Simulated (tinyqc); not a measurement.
Surface potential of a MOS transistor: implicit equation and explicit approximations: one step of the calculation.

p-type body, charge-sheet picture, depletion and inversion only, full ionisation (an idealisation for deep acceptors), Boltzmann statistics (rough once Na exp(x - xn) passes about Nc/7). In units of Vt: xg = (Vg - Vfb)/Vt, x = psi/Vt, G = gamma/sqrt(Vt), xn = (2 phiF + Vc)/Vt. The implicit equation is (xg - x)^2 = G^2 [x - 1 + exp(x - xn)] for x above about 3. Cox = eps0 eox/tox.

Question. Explicit approximation. Depletion value a = 1 + [sqrt(G^2/4 + xg - 1) - G/2]^2; inversion value b = xn + ln[(xg - xn)^2/G^2 - xn + 1] and first guess y = min(a, b) - ln(1 + exp(-|a - b|)) if a > xn + 1, else b = y = a; one second-order correction with D = exp(y - xn), p = 2 (xg - y) + G^2 (1 + D), w = (xg - y)^2 - G^2 (y - 1 + D): z = y + 2 w/(p + sqrt(p^2 - 2 (2 - G^2 D) w)), or the Newton step z = y + w/p where the root is not real.

G = 0.60760117
xn = 21.707456
xg = 46.086515

Find: a; b; y; p; w; z.

Answer.

a = 42.187
b = 29.078
y = 29.078
p = 621.08
w = -307.78
z = 28.291

The root of the implicit equation is x = 28.4149; y misses it by 0.66 and z by -0.12, in units of Vt.

tinyqc, about 0.01 s, one thread, Intel Xeon 2.30GHz (shared host): `OMP_NUM_THREADS=1 python tinyqc.py 2122006 2122007 out.jsonl`
